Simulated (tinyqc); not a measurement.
The basis set: RHF and MP2 along a ladder of basis sets, for H2, spin multiplicity 1. Computed by the program tinyqc with PySCF. Same geometry throughout; the dipole is taken about the origin.

Geometry (angstrom):
```
atom,x,y,z
H,0.0000,0.0000,0.0000
H,0.0000,0.0000,0.6850
```

RHF and frozen-core MP2 in a ladder of bases:
```
basis,functions,E(RHF) (hartree),E(MP2 corr) (hartree),HOMO (eV),LUMO (eV),dipole (debye)
sto-3g,2,-1.116704,-0.011908,-16.3809,19.8971,0.0000
3-21g,4,-1.120918,-0.016804,-16.6036,7.6232,0.0000
6-31g**,10,-1.129498,-0.026242,-16.6657,6.8993,0.0000
cc-pvdz,10,-1.125502,-0.025864,-16.5891,5.6530,0.0000
aug-cc-pvdz,18,-1.125598,-0.026761,-16.6011,1.6905,0.0000
cc-pvtz,28,-1.131042,-0.031492,-16.6602,4.7513,0.0000
```

Estimate the missing row, basis = 6-31g.

Computed row:
```
basis  functions  E(RHF) (hartree)  E(MP2 corr) (hartree)  HOMO (eV)  LUMO (eV)  dipole (debye)
6-31g          4         -1.125186              -0.016783   -16.6830     6.8842          0.0000
```

From cc-pVDZ to cc-pVTZ the RHF energy falls by 5.5 mhartree and the correlation energy by 5.6. If valence correlation converges as X^-3, (27 E(T) - 8 E(D))/19 gives -0.0339 hartree, a rough estimate from such small X that usually falls short; STO-3G holds about 35 % of it. Beyond STO-3G the LUMO moves by 5.9 eV and the HOMO by 0.1 eV; diffuse functions lower the positive LUMO sharply, since an unbound virtual level tracks the most diffuse function.
